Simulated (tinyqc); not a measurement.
Inside a calculation. Method: CCSD on RHF in the sto-3g basis, for H4, spin multiplicity 1. One step of it, computed by the program tinyqc.

Question. Iteration 1: building the Fock matrix. J_ij = sum D_kl (ij|kl), K_ij = sum D_kl (ik|jl); F = H + J - 0.5 K; E = tr D H + tr D J / 2 - 0.25 tr D K + E_nn.

D at the start:
```
          1H 1s     2H 1s     3H 1s     4H 1s
1H 1s  0.945921  0.096773  0.018808  0.003702
2H 1s  0.096773  0.903819  0.095644  0.018808
3H 1s  0.018808  0.095644  0.903819  0.096773
4H 1s  0.003702  0.018808  0.096773  0.945921
```

core Hamiltonian H = T + V (hartree):
```
           1H 1s      2H 1s      3H 1s      4H 1s
1H 1s  -1.489110  -1.176232  -0.182195  -0.040557
2H 1s  -1.176232  -1.694539  -0.611232  -0.182195
3H 1s  -0.182195  -0.611232  -1.694539  -1.176232
4H 1s  -0.040557  -0.182195  -1.176232  -1.489110
```

Two-electron integrals (ij|kl) in chemists' order, unique and non-zero (hartree):
```
(11|11) 0.774606   (21|11) 0.401113   (21|21) 0.248795   (22|11) 0.541070
(22|21) 0.401113   (22|22) 0.774606   (31|11) 0.037989   (31|21) 0.026323
(31|22) 0.048589   (31|31) 0.003648   (32|11) 0.106764   (32|21) 0.081815
(32|22) 0.168766   (32|31) 0.013417   (32|32) 0.053911   (33|11) 0.240371
(33|21) 0.180215   (33|22) 0.372174   (33|31) 0.037989   (33|32) 0.168766
(33|33) 0.774606   (41|11) 0.006298   (41|21) 0.004551   (41|22) 0.008780
(41|31) 0.000703   (41|32) 0.002726   (41|33) 0.008780   (41|41) 0.000144
(42|11) 0.024523   (42|21) 0.018556   (42|22) 0.037989   (42|31) 0.003255
(42|32) 0.013417   (42|33) 0.048589   (42|41) 0.000703   (42|42) 0.003648
(43|11) 0.124204   (43|21) 0.090310   (43|22) 0.180215   (43|31) 0.018556
(43|32) 0.081815   (43|33) 0.401113   (43|41) 0.004551   (43|42) 0.026323
(43|43) 0.248795   (44|11) 0.175447   (44|21) 0.124204   (44|22) 0.240371
(44|31) 0.024523   (44|32) 0.106764   (44|33) 0.541070   (44|41) 0.006298
(44|42) 0.037989   (44|43) 0.401113   (44|44) 0.774606
```

nuclear repulsion = 2.33425812 hartree

Give: Coulomb J; exchange K; Fock matrix F; total energy of this density.

Answer.

Coulomb J (hartree):
```
        1H 1s   2H 1s   3H 1s   4H 1s
1H 1s  1.7295  1.1053  0.1489  0.0301
2H 1s  1.1053  1.9238  0.5501  0.1489
3H 1s  0.1489  0.5501  1.9238  1.1053
4H 1s  0.0301  0.1489  1.1053  1.7295
```

exchange K (hartree):
```
        1H 1s   2H 1s   3H 1s   4H 1s
1H 1s  1.0455  0.8474  0.1894  0.0654
2H 1s  0.8474  1.1048  0.4285  0.1894
3H 1s  0.1894  0.4285  1.1048  0.8474
4H 1s  0.0654  0.1894  0.8474  1.0455
```

Fock matrix F (hartree):
```
         1H 1s    2H 1s    3H 1s    4H 1s
1H 1s  -0.2824  -0.4946  -0.1280  -0.0431
2H 1s  -0.4946  -0.3231  -0.2754  -0.1280
3H 1s  -0.1280  -0.2754  -0.3231  -0.4946
4H 1s  -0.0431  -0.1280  -0.4946  -0.2824
```

total energy of this density = -1.585225 hartree

This density is the starting one; it is not idempotent, so its energy is not variational and may lie below the converged one.
